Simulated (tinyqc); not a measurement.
Inside a calculation. Model: thermal and gravitational stress in a wafer during furnace and rapid thermal processing, and the onset of slip. Computed by tinyqc, a small Python program that keeps every step. Command: `OMP_NUM_THREADS=1 python tinyqc.py 3028159 3028160 out.jsonl slip walk`. One thread of a shared host (Intel(R) Xeon(R) Processor @ 2.30GHz), about 0.01 s of CPU time with the checks. Intermediate numbers are printed to about 6 digits and carried at full precision; extremes and crossings named in words are read from the listed rows.

A thin free disc in plane stress, isotropic; T(r) = T_centre + dT (r/R)^n. Stress is positive in tension; sigma_SB = 5.670374419e-8 W/(m^2 K^4), g = 9.80665 m/s^2.

Inputs (values chosen for the exercise, for a model wafer):
```
quantity,value,unit
wafer radius R,75,mm
thickness t,675,micrometre
Young's modulus E,142,GPa
Poisson ratio nu,0.25,-
expansion alpha,4.37,1e-6/K
edge less centre temperature dT,8.3,K
exponent n of the profile,16,-
temperature T,1375,K
prefactor A of the critical stress,0.0003,MPa
energy U of the critical stress,1.04,eV
density rho,2330,kg/m^3
heat capacity c,967,J/(kg K)
conductivity k,27.5,W/(m K)
wafer spacing s,4.8,mm
ramp rate,1,K/min
radius of the support ring over R,0.97,-
```

Temperature profile: edge zone, power law.

Constants: k_B = 8.617333262e-05 eV/K.

## Thermal stress

With x = r/R: s_rr = alpha E dT (1 - x^n)/(n + 2), s_tt = alpha E dT [1 - (n + 1) x^n]/(n + 2).

Temperature and stresses at r/R = 0, 0.3, 0.5, 0.7, 0.8, 0.9, 0.95, 1:
```
r/R,T - T_centre (K),s_rr (MPa),s_tt (MPa)
0.00,0.00000,0.286138,0.28614
0.30,0.00000,0.286138,0.28614
0.50,0.00013,0.286134,0.28606
0.70,0.02758,0.285187,0.26997
0.80,0.23362,0.278084,0.14922
0.90,1.53801,0.233116,-0.61523
0.95,3.65305,0.160201,-1.85479
1.00,8.30000,0.000000,-4.57821
```

hoop stress at the edge = -4.57821 MPa

r/R where s_tt = 0 = 0.837716

The hot edge is squeezed; the edge stress is n times that at the centre in size.

## Resolved stress round the edge

At the edge the stress is uniaxial along the tangent d = (cos phi, sin phi, 0) of a (001) wafer; the Schmid factor is the largest |(d.n)(d.b)| over the twelve {111}<110> systems.

Schmid factor and resolved stress at phi = 0, 7.5, 15, 22.5, 30, 37.5 and 45 degrees from [100]:
```
phi from [100] (degrees),Schmid factor,resolved stress (MPa)
0.0,0.408248,1.86904
7.5,0.454124,2.07907
15.0,0.482963,2.21110
22.5,0.492799,2.25614
30.0,0.482963,2.21110
37.5,0.454124,2.07907
45.0,0.408248,1.86904
```

The factor is 1/sqrt(6) = 0.408 along <100> and <110> and peaks at 0.4928 at 22.5 degrees, so slip, if any, starts at eight places between these directions.

## Slip criterion

Critical resolved stress tau_c = A exp(U/(k_B T)), a form chosen for the exercise; slip when 0.492799 |s_tt(R)| > tau_c; allowed |dT| = tau_c (n + 2)/(0.492799 n alpha E).

critical stress tau_c = 1.94548 MPa

resolved over critical stress = 1.15968

allowed |dT| = 7.15713 K

Slip is expected.

## Ramp rate in a batch furnace

In a stack heated from the rim, heat flows inward by conduction and by radiation between wafers: k_eff = k + (16/3) sigma_SB T^3 s^2/t (a diffusion estimate with the spacing as path length). A steady ramp gives the parabolic lag dT = rho c (ramp) R^2/(4 k_eff); the allowed ramp uses n = 2.

k_eff = 54.3347 W/(m K)

lag of the centre = 0.971888 K

allowed ramp rate = 13.0918 K/min

Radiation carries 49 % of the inward flow. The ramp is 0.08 of the allowed one.

## Gravity

Own weight q = rho g t on a ring of radius b R, x = r/R: moments of an edge-supported plate, M_r = q R^2 (3 + nu)(1 - x^2)/16 and M_t = q R^2 [(3 + nu) - (1 + 3 nu) x^2]/16, less the uniform moment inside the ring load, q R^2 [(1 - nu)(1 - b^2) - 2 (1 + nu) ln b]/8; stress at the lower face = 6 M/t^2.

stress at the centre = 0.214861 MPa

radial stress at the ring = -0.00348962 MPa

hoop stress at the ring = 0.0972874 MPa

The largest of these is 0.055 tau_c when halved for shear. Point supports give far higher local stress than a ring.

## Position of the support ring

The formulas are those given above.

Stress at the lower face (MPa):
```
b,centre,radial at ring,hoop at ring,largest in size
0.40,-0.185042,-0.222172,-0.205035,0.222172
0.50,-0.095735,-0.153751,-0.126974,0.153751
0.60,-0.018860,-0.102403,-0.063845,0.102403
0.65,0.016411,-0.081636,-0.036384,0.081636
0.70,0.050099,-0.063613,-0.011130,0.063613
0.75,0.082497,-0.048040,0.012208,0.082497
0.80,0.113839,-0.034683,0.033866,0.113839
0.90,0.174099,-0.013874,0.072883,0.174099
1.00,0.232065,0.000000,0.107107,0.232065
```

Among these rows the largest stress is least, 0.064 MPa, for a ring at 0.7 R, 3.6 times below edge support: the overhang balances the sag of the centre. All values scale as R^2/t.

## Limits against temperature

The formulas are those given above.

For the parabolic profile:
```
T (K),tau_c (MPa),allowed |dT| (K),k_eff (W/(m K)),allowed ramp (K/min)
1050,29.4375,192.527,39.4497,143.827
1125,13.6809,89.476,42.1976,71.499
1200,6.9973,45.763,45.3375,39.290
1275,3.8726,25.327,48.8954,23.451
1350,2.2888,14.969,52.8975,14.995
1425,1.4298,9.351,57.3699,10.159
1500,0.9362,6.123,62.3388,7.228
```

From 1050 to 1500 K the allowed difference falls 31 times and the allowed ramp 20 times; radiation, which grows as T^3, gives back a factor 1.58. Ramps must slow as the wafer gets hotter.

Checks made by the program: force balance: the hoop stress integrates to zero (added to the edge stress) (relative difference below 1e-10).
